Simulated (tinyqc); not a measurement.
Magnetisation curve: two coupled magnetic layers: synthetic antiferromagnet, spin flop, exchange bias and magnetoresistance. Computed by tinyqc, a small Python program. Command: `OMP_NUM_THREADS=1 python tinyqc.py 3023038 3023039 out.jsonl saf walk`. One thread of a shared host (Intel(R) Xeon(R) Processor @ 2.30GHz), about 0.2 s of CPU time with the checks.

Moments lie in the plane at the angles p1, p2 from the field. Energy per area: E = J1 cos(p1 - p2) + J2 cos^2(p1 - p2) - B M_s (t1 cos p1 + t2 cos p2) + K (t1 cos^2 p1 + t2 cos^2 p2).

Inputs (values chosen for the exercise, for a model stack):
```
quantity                          value    unit
saturation magnetisation M_s       1250    kA/m
thickness t1                        2.2      nm
thickness t2                        2.2      nm
antiferromagnetic coupling J1      0.16  mJ/m^2
biquadratic coupling J2          0.0075  mJ/m^2
in-plane anisotropy K               0.8  kJ/m^3
field over the saturation field    0.44       -
```

Field direction: along the hard axis.

Method. The parallel state is stable while the Hessian at p1 = p2 = 0 is positive: with c = J1 + 2 J2 and u = B M_s - 2K, (u t1 - c)(u t2 - c) > c^2, so B_sat M_s = c (1/t1 + 1/t2) + 2K. B_K = 2K/M_s. The lowest minimum of E over both angles (from five starts; of two mirror images the one with p1 >= 0, and for equal layers |p1| <= |p2|).

saturation field B_sat = 128.553 mT

Equilibrium states:
```
B/B_sat  B (mT)  p1 (degrees)  p2 (degrees)  m/m_sat
0.02       2.57        88.620       -88.620   0.0241
0.06       7.71        85.860       -85.860   0.0722
0.12      15.43        81.725       -81.725   0.1439
0.20      25.71        76.224       -76.224   0.2381
0.30      38.57        69.367       -69.367   0.3524
0.45      57.85        59.056       -59.056   0.5142
0.60      77.13        48.466       -48.466   0.6631
0.80     102.84        32.685       -32.685   0.8417
0.95     122.13        15.818       -15.818   0.9621
1.10     141.41         0.000         0.000   1.0000
```

What follows from these numbers?

From the first row the moments are canted and close at B_sat. The largest gap between m/m_sat and B/B_sat in the canted rows is 0.064: J2 bends the curve.

Extremes, crossings and ranges named in words are read from the listed rows.
